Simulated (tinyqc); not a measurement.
Central-cell correction: shallow acceptor in the spherical four-band model.

The ground state 1S3/2 has an L = 0 part f(r) and an L = 2 part g(r). In units of Ry* and a*, with Gaussians f_i = exp(-a_i r^2), g_i = r^2 exp(-a_i r^2), A = a_i + a_j and I(n) = Gamma((n + 1)/2)/(2 A^((n + 1)/2)): S_ff = I(2), S_gg = I(6), H_ff = (6 a_i a_j/A) I(2) - 2 I(1), H_gg = (14 a_i a_j/A) I(6) - 2 I(5), H_fg = -mu [15 I(2) - 20 a_j I(4) + 4 a_j^2 I(6)]; each function is then normalised. The split-off band is left out.

Converged values use 22 exponents 2.2^i, i = -7 to 14, for f and for g.

Parameters, chosen for this exercise (out of a larger set: near those of a shallow acceptor in Si, where the small spin-orbit splitting and strong warping make this model rough; not measured data): rc = 1.7 angstrom (radius of the central cell); Vs = (2, 0, -0.5, -1.5, -2.5, -3.5) eV (central-cell strengths).

mu = 0.46729
Ry* = 24.0371 meV
a* = 26.046 angstrom

A short-range term V exp(-r^2/rc^2) is added (negative: attracts the hole); its elements are V S (A/(A + 1/rc^2))^(3/2) for f and ^(7/2) for g, in the same units.

Results:

| V (eV) | 1S binding (meV) | 2S binding (meV) | <r> (angstrom) | L = 2 weight |
|---|---|---|---|---|
| 2.0 | 28.7 | 8.02 | 33.8 | 0.094 |
| -0.5 | 30.5 | 8.25 | 31.8 | 0.096 |
| -1.5 | 31.6 | 8.39 | 30.7 | 0.097 |
| -2.5 | 33.1 | 8.56 | 29.4 | 0.098 |
| -3.5 | 35.0 | 8.78 | 27.8 | 0.099 |

Give the missing row, V (eV) = 0.0.

Computed row:
```
V (eV)  1S binding (meV)  2S binding (meV)  <r> (angstrom)  L = 2 weight
0.0                 30.1              8.20            32.3         0.095
```

From V = 0 to -3.5 eV the 1S binding grows by 5.0 meV (17 %) and the 2S binding by 0.58 meV, so the chemical shift sits mainly in the ground state. A repulsion of 2 eV removes 1.4 meV. The slope is 1.99 meV per eV over the last step against 0.69 on the repulsive side, since attraction pulls the state into the cell; over this range the level stays shallow.

tinyqc: `OMP_NUM_THREADS=1 python tinyqc.py 1252494 1252495 out.jsonl`; about 0.04 s, one thread, shared Intel(R) Xeon(R) Processor @ 2.30GHz.
